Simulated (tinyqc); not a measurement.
## Exponent and activation energy from three stresses

Problem. Oxide breakdown follows t63 = a V^(-n) exp(Ea q/(kB T)). Find n, Ea and the E-model slope gamma = n/E (cm/MV) at the higher voltage, E = V/tox.

Values chosen for this exercise: oxide thickness tox = 6.7 nm.

Constants: q = 1.602176634e-19 C, kB = 1.380649e-23 J/K. Results are converted to the units shown.

t63 at (5.49 V, 373 K), (7.48 V, 373 K) and (7.48 V, 398 K) (s): 5.8972396e5  13.269563  3.1247186

Solution. The two voltages give n and the two temperatures Ea.

n = 34.60
Ea = 0.7400 eV
gamma = 3.099 cm/MV

Computed by the program tinyqc: `OMP_NUM_THREADS=1 python tinyqc.py 2070046 2070047 out.jsonl`, one thread of a shared Intel Xeon 2.30GHz, about 0.01 s for the whole run.
